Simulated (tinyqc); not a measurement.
Ion implantation: universal nuclear stopping, Lindhard-Scharff electronic stopping and a Gaussian range profile. Changing the mass of the ion at fixed atomic number. Computed by tinyqc, a small Python program. Command: `OMP_NUM_THREADS=1 python tinyqc.py 3009970 3009971 out.jsonl implant sweep`. One thread of a shared host (Intel(R) Xeon(R) Processor @ 2.30GHz), about 0.1 s of CPU time with the checks.

An ion slows by elastic collisions with screened nuclei and by friction with electrons; channelling is ignored and the target is uniform.

Inputs (values chosen for the exercise, modelled on silicon ions in silicon):

| quantity | value | unit |
|---|---|---|
| ion atomic number Z1 | 14 | - |
| target atomic number Z2 | 14 | - |
| target mass M2 | 28.09 | u |
| target density N | 49.94 | 1/nm^3 |
| ion energy E | 19 | keV |
| scale factor of electronic stopping k | 0.99 | - |

Method:
- Reduced energy eps = 32.53 M2 E/(Z1 Z2 (M1 + M2)(Z1^0.23 + Z2^0.23)), E in keV; s_n = ln(1 + 1.1383 eps)/(2 (eps + 0.01321 eps^0.21226 + 0.19593 eps^0.5)) for eps up to 30 and ln(eps)/(2 eps) above; S_n = 8.462 Z1 Z2 M1 s_n/((M1 + M2)(Z1^0.23 + Z2^0.23)) in 1e-15 eV cm^2.
- S_e = k 3.83 Z1^(7/6) Z2/(Z1^(2/3) + Z2^(2/3))^(3/2) sqrt(E/M1) in 1e-15 eV cm^2, E in keV.
- Path length R = int_0^E dE'/(N (S_n + S_e)); energy lost to nuclei nu = int_0^E S_n/(S_n + S_e) dE' (both with E' = E y^3 and 64 Gauss-Legendre points in y).
- Estimates of Lindhard type: R_p = R/(1 + M2/(3 M1)), straggle dR_p = (2/3) R_p sqrt(M1 M2)/(M1 + M2).

One run for each value:

| ion mass M1 (u) | projected range R_p (nm) | path length R (nm) | straggle dR_p (nm) | energy lost to nuclei nu (keV) |
|---|---|---|---|---|
| 14.0 | 34.569 | 57.689 | 10.858 | 13.272 |
| 17.6 | 35.042 | 53.685 | 11.369 | 14.231 |
| 22.2 | 35.130 | 49.946 | 11.629 | 15.047 |
| 28.0 | 34.989 | 46.689 | 11.663 | 15.717 |
| 35.3 | 34.776 | 44.001 | 11.517 | 16.256 |
| 44.4 | 34.623 | 41.924 | 11.245 | 16.682 |
| 56.0 | 34.625 | 40.414 | 10.887 | 17.026 |

Over the rows, projected range R_p (nm) lies between 34.6 and 35.1 without a single trend; path length R (nm) falls from 57.7 to 40.4 (exponent d ln y / d ln x -0.31 between the first rows and -0.16 between the last); straggle dR_p (nm) goes from 10.9 through a maximum among these rows, 11.7 at 28.0, to 10.9. R_p/R goes from 0.60 to 0.86: a heavier ion is deflected less. The masses are formal and span far more than real isotopes.

Extremes, crossings and ranges named in words are read from the listed rows.
